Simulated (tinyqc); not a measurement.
# CMOS inverter, nodal equation and switching, step by step

Program tinyqc, `OMP_NUM_THREADS=1 python tinyqc.py 2340052 2340053 out.jsonl`; Intel Xeon 2.30GHz, shared host, one thread, about 0.03 s. Printed values are rounded.

An n-channel pull-down (bn, VTn) and a p-channel pull-up (bp, VTp) share the input Vin and the output node Vout, which carries the load C. Transistor (EKV form, voltages against the body): I = 2 n b Vt^2 [F(vp - Vs) - F(vp - Vd)] from drain to source, F(v) = ln^2(1 + exp(v/(2 Vt))), vp = (Vg - VT + sg |Vd - Vs|)/n. n-channel bodies are at 0; for the p-channel device all voltages are counted down from Vdd. b in uA/V^2 gives I in uA. Static: In = Ip. Transient: C dVout/dt = Ip - In. No velocity saturation, no gate capacitance beyond C.

Values chosen for this exercise:
- T = 273 K (temperature)
- Vdd = 0.5 V (supply voltage)
- n = 1.36 (slope factor)
- sg = 0.112 (drain-induced barrier lowering)
- VTn = 0.27 V (n-channel threshold)
- VTp = 0.4 V (p-channel threshold (magnitude))
- bn = 180 uA/V^2 (gain factor of the pull-down transistor)
- bp = 230 uA/V^2 (gain factor of the pull-up transistor)
- C = 0.4 fF (load capacitance)
- Vin = 0.28 V (input voltage)
- dt = 5 ps (time step)

Constants: q = 1.602176634e-19 C, kB = 1.380649e-23 J/K, Vt = kB T/q. Results are converted to the units shown.

## Iteration 1: output voltage by Newton steps

Vout at the start = 0.25 V

f = In - Ip at (Vin, Vout); G = df/dVout by a central difference with +/- 1e-6 V; Vout(new) = Vout - f/G.

In = 0.2894151 uA
Ip = 0.002736541 uA
G = 0.641581 uS
Vout after iteration 1 = -0.1968313 V

This step lands outside the rails.

## Iteration 2: output voltage by Newton steps

As before.

In = -5.711404 uA
Ip = 0.01185308 uA
G = 57.4368 uS
Vout after iteration 2 = -0.09718689 V

## Course of the iteration: output voltage by Newton steps

Stop when Vout changes by less than 1e-9 V, or after 30 iterations.

Course of the iteration:

| iteration | Vout (V) | \|change\| (V) |
|---|---|---|
| 1 | -0.1968313 | 0.447 |
| 2 | -0.09718689 | 0.0996 |
| 3 | -0.04445746 | 0.0527 |
| 4 | -0.01503997 | 0.0294 |
| 5 | -0.001699826 | 0.0133 |
| 6 | 0.001197181 | 2.90e-3 |
| 7 | 0.001315707 | 1.19e-4 |
| 8 | 0.001315852 | 1.45e-7 |
| 9 | 0.001315852 | 2.16e-13 |

Converged in 9 iterations. At the end the number of correct digits about doubles with each step. On the way 4 iterate(s) lie more than 5 mV outside the rails, the first at -0.197 V, before the steps return.

## Transfer curve

| point | Vin (V) |
|---|---|
| 0 | 0 |
| 1 | 0.05 |
| 2 | 0.1 |
| 3 | 0.15 |
| 4 | 0.2 |
| 5 | 0.25 |
| 6 | 0.3 |
| 7 | 0.35 |
| 8 | 0.4 |
| 9 | 0.45 |
| 10 | 0.5 |

For each Vin solve In = Ip; gain = dVout/dVin.

| point | Vout (V) | supply current (uA) | gain |
|---|---|---|---|
| 0 | 0.4999847 | 3.2579e-4 | -0.0006 |
| 1 | 0.4998722 | 0.0014932 | -0.0057 |
| 2 | 0.4987008 | 0.0065340 | -0.0631 |
| 3 | 0.4816808 | 0.025156 | -1.1376 |
| 4 | 0.1577454 | 0.036155 | -8.8180 |
| 5 | 0.0058514 | 0.014583 | -0.3058 |
| 6 | 0.0005151 | 0.0034681 | -0.0237 |
| 7 | 0.0000571 | 7.6803e-4 | -0.0024 |
| 8 | 0.0000075 | 1.6511e-4 | -0.0003 |
| 9 | 0.0000011 | 3.5012e-5 | 0.0000 |
| 10 | 0.0000002 | 7.3771e-6 | 0.0000 |

The switching point Vin = Vout lies at 0.1957 V, with a gain of -8.91. The current peaks at 0.0362 uA among the points, against 3.3e-4 and 7.4e-6 uA of leakage at the ends.

## Switching point and noise margins

VM solves In = Ip with Vin = Vout. VIL and VIH are the inputs at which the gain is -1; NML = VIL - Vout(VIH), NMH = Vout(VIL) - VIH.

VM = 0.19572 V
gain at VM = -8.9059
VIL = 0.14826 V
VIH = 0.23114 V
NML = 0.13161 V
NMH = 0.25240 V

VM lies 54 mV below Vdd/2, and the high margin is the larger one. With both transistors saturated the size of the gain tends to 1/sg = 8.93; here it is 0.25 % below that.

## Step 1: one time step of the falling output

Vout at t = 0 = 0.5 V

The input steps to Vdd at t = 0; I = In - Ip. Trapezoidal rule: V(new) = V - (dt/C)[I(V) + I(V(new))]/2, solved for V(new); 1 ps uA/fF = 1 mV.

I(V) = 5.440587 uA
I(V(new)) = 5.165759 uA
Vout after step 1 = 0.4337103 V

## Step 2: one time step of the falling output

As before.

I(V) = 5.165759 uA
I(V(new)) = 4.911447 uA
Vout after step 2 = 0.3707278 V

## Delays and energy

For a step input the delay to Vdd/2 is tHL = C times the integral of dV/(In - Ip) from Vdd/2 to Vdd at Vin = Vdd, and tLH likewise with Ip - In from 0 to Vdd/2 at Vin = 0. Energy drawn for one full cycle of the output: C Vdd^2. Leakage power: Vdd times the mean of the supply currents at Vin = 0 and Vdd.

tHL = 20.34925 ps
tLH = 53.91345 ps
energy = 0.1 fJ
leakage power = 0.08329167 nW

Time steps as above cross Vdd/2 at 20.4 ps by linear interpolation, 0.030 % above tHL. tLH/tHL = 2.65, with bn/bp = 0.783.
